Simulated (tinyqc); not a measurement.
Temperature: carrier statistics of a doped semiconductor with parabolic bands.

Eg(T) = Eg0 - al T^2/(T + be); m_de = Mv^(2/3) (ml mt^2)^(1/3); m_dh = (mhh^(3/2) + mlh^(3/2))^(2/3); Nc and Nv from N = 2 (m kB T/(4 pi c))^(3/2) with c = hbar^2/2m0, in 1/angstrom^3; times 1e24 for 1/cm^3.

Energies are counted from Ev, so Ec = Eg. n = Nc F_1/2((EF - Eg)/kT), p = Nv F_1/2(-EF/kT), ND+ = ND/(1 + 2 exp((EF - Eg + ED)/kT)), NA- = NA/(1 + 4 exp((EA - EF)/kT)); neutrality asks p + ND+ = n + NA-. F_j(eta) = (1/Gamma(j + 1)) integral_0^infinity x^j dx/(1 + exp(x - eta)), which tends to exp(eta) for eta << 0.

Constants: hbar^2/2m0 = 3.80998211 eV angstrom^2; kB = 8.617333262e-05 eV/K.

Inputs chosen for the exercise (near those of GaP; not measured data):
- Eg0 = 2.358 eV (gap at 0 K)
- al = 0.000575 eV/K (Varshni alpha)
- be = 382 K (Varshni beta)
- ml = 2.05 m0 (longitudinal electron mass)
- mt = 0.252 m0 (transverse electron mass)
- Mv = 3 (equivalent valleys)
- mhh = 0.791 m0 (heavy-hole mass)
- mlh = 0.143 m0 (light-hole mass)
- ND = 3.1e+18 1/cm^3 (donors)
- NA = 1.2e+18 1/cm^3 (acceptors)
- ED = 0.0895 eV (donor level below Ec)
- EA = 0.0535 eV (acceptor level above Ev)

Neutrality solved at each temperature; ni = sqrt(Nc Nv) exp(-Eg/2kT).

Carriers (1/cm^3):

| T (K) | EF (eV) | n | p | majority / \|ND - NA\| | ni | Eg (eV) |
|---|---|---|---|---|---|---|
| 30 | 2.2666 | 627 | <1e-99 | 3.30e-16 | <1e-99 | 2.3567 |
| 77 | 2.2595 | 3.88e+12 | <1e-99 | 2.04e-06 | 3.52e-59 | 2.3506 |
| 120 | 2.2496 | 9.47e+14 | 1.60e-76 | 0.000498 | 3.89e-31 | 2.3415 |
| 200 | 2.2236 | 5.99e+16 | 9.63e-38 | 0.0315 | 7.60e-11 | 2.3185 |
| 300 | 2.1731 | 3.98e+17 | 5.92e-18 | 0.210 | 1.54 | 2.2821 |
| 450 | 2.0668 | 1.00e+18 | 0.000249 | 0.528 | 1.59e+07 | 2.2181 |
| 600 | 1.9396 | 1.38e+18 | 2.75e+03 | 0.724 | 6.17e+10 | 2.1472 |
| 800 | 1.7511 | 1.62e+18 | 7.70e+08 | 0.851 | 3.54e+13 | 2.0467 |
| 1000 | 1.5492 | 1.73e+18 | 1.80e+12 | 0.909 | 1.77e+15 | 1.9419 |

Give the missing row, T (K) = 50.

Computed row:
```
T (K)  EF (eV)         n       p  majority / |ND - NA|      ni  Eg (eV)
50      2.2642  1.39e+09  <1e-99              7.33e-10  <1e-99   2.3547
```

Ionisation is incomplete: the majority density is below 90 % of the net doping at 30, 50, 77, 120, 200, 300, 450, 600 and 800 K, down to a share of 3.3e-16. It is within 10 % of the net doping at 1000 K. The majority density never exceeds the net doping by 10 %; ni is 1.77e+15 1/cm^3 at 1000 K against a net doping of 1.90e+18. EF goes from 2.267 eV to 1.549 eV, where midgap is 0.971 eV and the intrinsic level (Boltzmann) 0.956 eV.

Computed by tinyqc, a small Python program: `OMP_NUM_THREADS=1 python tinyqc.py 1650923 1650924 out.jsonl` (the numbers bound the seed that draws the inputs); one thread of a shared host (Intel(R) Xeon(R) Processor @ 2.30GHz), about 0.01 s for the whole set of steps.
